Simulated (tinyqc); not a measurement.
Worked calculation: tight binding, honeycomb lattice. One step of it, computed by the program tinyqc.

Task: Levels at k. Diagonalise the Hermitian matrix.

H(k) at k (eV):
```
,A,B
A,0.000000,-1.246958-0.830267i
B,-1.246958+0.830267i,0.000000
```

Give: eigenvalues; weights |c|^2 of the basis functions.

Result:

eigenvalues (eV): -1.4981  1.4981

weights |c|^2 of the basis functions:
```
,band 1,band 2
A,0.5000,0.5000
B,0.5000,0.5000
```
